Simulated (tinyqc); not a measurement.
What each parameter does: BHZ model on a square lattice (one spin block).

h(k) = e0 + d.s with s the Pauli matrices in the basis (E, H), k in units of 1/a: dx = (A/a) sin kx, dy = (A/a) sin ky, dz = M - (2B/a^2)(2 - cos kx - cos ky), e0 = -(2D/a^2)(2 - cos kx - cos ky). The other spin block is h*(-k). For small k this is the continuum model with dz = M - B k^2.

Values chosen for the exercise (of the size used for HgTe wells; not measured data):

| symbol | value | unit | meaning |
|---|---|---|---|
| A | 3.95 | eV angstrom |  |
| B | -67 | eV angstrom^2 |  |
| D | -51 | eV angstrom^2 |  |
| M | -0.0173 | eV | mass term |
| a | 30 | angstrom | grid spacing |
| k | (0.18, 0.14) | 1/a | wave vector |

Levels at k and dz there.

One parameter was then changed.

Results before and after:

| case | lower (meV) | upper (meV) | dz (meV) |
|---|---|---|---|
| base | -29.829 | 35.709 | -13.438 |
| changed | -32.576 | 38.456 | -13.438 |

Which of these changes was made? (a) A = 4.345 eV angstrom; (b) B = -73.7 eV angstrom^2; (c) D = -40.8 eV angstrom^2; (d) M = -0.0123 eV; (e) a = 32 angstrom.

Answer: (a) A = 4.345 eV angstrom. Of the candidates, run in turn, only this one gives the changed row.

All candidates:

| case | lower (meV) | upper (meV) | dz (meV) |
|---|---|---|---|
| base | -29.829 | 35.709 | -13.438 |
| A = 4.345 eV angstrom | -32.576 | 38.456 | -13.438 |
| B = -73.7 eV angstrom^2 | -29.672 | 35.552 | -13.052 |
| D = -40.8 eV angstrom^2 | -30.417 | 35.121 | -13.438 |
| M = -0.0123 eV | -28.115 | 33.995 | -8.438 |
| a = 32 angstrom | -28.696 | 33.864 | -13.905 |

D shifts both levels alike and leaves the states, so it cannot change the topology while the gap stays open.

tinyqc: `OMP_NUM_THREADS=1 python tinyqc.py 1452257 1452258 out.jsonl`; about 0.1 s, one thread, shared Intel(R) Xeon(R) Processor @ 2.30GHz.
